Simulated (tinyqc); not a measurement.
# Electron continuity equation in a given potential, Scharfetter-Gummel discretisation: error of the current against the mesh

Steady state in one dimension: J = q mu n E + q D dn/dx with E = -dpsi/dx and D = mu Vt, dJ/dx = q (n/tau - G), fixed densities nL and nR at the ends. The potential is given, psi = 0 for x < L/2 and U (2 x/L - 1) beyond, and is not changed by the electrons.

Fluxes J_i = (q D/h)(n_(i+1) P_i - n_i Q_i), d_i = (psi_(i+1) - psi_i)/Vt: Scharfetter-Gummel P = B(d), Q = B(-d), B(d) = d/(exp(d) - 1); central P = 1 - d/2, Q = 1 + d/2; upwind P = 1 + max(-d, 0), Q = 1 + max(d, 0). Balance at each inner node: J_i - J_(i-1) = q h (n_i/tau - G). The reference is Scharfetter-Gummel on 4000 intervals or more. Errors are those of J on the first interval against the reference at its midpoint; errors under 1e-6 % are printed as 0.

Parameters, values chosen for the exercise; mobility close to that of In0.53Ga0.47As at room temperature: temperature T = 300 K; electron mobility mu = 11100 cm^2/(V s); length of the region L = 1.1 um; density at x = 0 nL = 5.8e12 cm^-3; density at x = L nR = 0 cm^-3; lifetime tau = 3.2e-12 s; uniform generation rate G = 0 cm^-3 s^-1; potential difference psi(L) - psi(0) U = 0.79 V.

Constants: q = 1.602176634e-19 C, kB = 1.380649e-23 J/K, Vt = kB T/q. Results are converted to the units shown.

Result of one run:
```
N   largest |d|  reference J (A/cm^2)  SG error (%)  central error (%)  upwind error (%)
10        6.112                -7.771         0.198              0.175             0.201
```

What becomes of these results when the number of intervals N is changed from 10 to 160, all else the same?

Result of the changed run:
```
N    largest |d|  reference J (A/cm^2)  SG error (%)  central error (%)  upwind error (%)
160       0.3820                -9.125       3.81e-4            3.57e-4           7.34e-4
```

The whole series:
```
N    largest |d|  reference J (A/cm^2)  SG error (%)  central error (%)  upwind error (%)
5          12.22                -6.574          7.44               6.27              7.68
10         6.112                -7.771         0.198              0.175             0.201
20         3.056                -8.463        0.0363             0.0349            0.0381
40         1.528                -8.834       7.39e-3            7.00e-3           8.56e-3
80        0.7640                -9.027       1.62e-3            1.53e-3           2.29e-3
160       0.3820                -9.125       3.81e-4            3.57e-4           7.34e-4
```

From N = 80 to 160 the error shrinks by 4.3 (Scharfetter-Gummel), 4.3 (central), 3.1 (upwind); 4 marks second order and 2 first order. At N = 5 the errors are 7.4, 6.3 and 7.7 %.

Range of the model: The drift velocity mu E exceeds 1e7 cm/s somewhere, where real mobilities no longer stay constant.

Program tinyqc, `OMP_NUM_THREADS=1 python tinyqc.py 2220009 2220010 out.jsonl`; Intel Xeon 2.30GHz, shared host, one thread, about 0.01 s.
